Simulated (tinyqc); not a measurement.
Joule-heated wire on a substrate, fin equation: two steps of the calculation.

A wire of length L loses heat along itself to two contacts and sideways to the substrate: kap A theta'' - g theta + p = 0 with theta = T - T0 and p = p0. The ends are held at T0. Constant conductivity, diffusive heat flow.

Inputs (values chosen for the exercise): conductivity along the wire kap = 190 W/(m K); cross-section A = 74 nm^2; conductance per length to the substrate g = 0.14 W/(m K); length between the contacts L = 1000 nm; thermal resistance of each contact Rc = 0 K/uW; heating per length p0 = 0.0096 uW/nm.

Task 1. Healing length. LH = sqrt(kap A/g); far from the contacts uniform heating p0 would give theta = p0/g.

Find: LH; L/LH; p0/g.

Result 1.

LH = 316.90 nm
L/LH = 3.1555
p0/g = 68.571 K

Task 2. The tridiagonal system. Nodes x_i = i h, h = L/10; box widths w_i = h (h/2 at the ends); c = kap A/h; equation of node i: -c theta_(i-1) + d_i theta_i - c theta_(i+1) = b_i with d_i = 2 c + g w_i, b_i = p(x_i) w_i; theta = 0 at the end nodes.

Give: c; d; b.

Result 2.

c = 0.14060 uW/K

```
node  d (uW/K)   b (uW)
1      0.29520  0.96000
2      0.29520  0.96000
3      0.29520  0.96000
4      0.29520  0.96000
5      0.29520  0.96000
6      0.29520  0.96000
7      0.29520  0.96000
8      0.29520  0.96000
9      0.29520  0.96000
```

Computed by the program tinyqc: `OMP_NUM_THREADS=1 python tinyqc.py 2520064 2520065 out.jsonl`, one thread of a shared Intel Xeon 2.30GHz, about 0.01 s for the whole run.
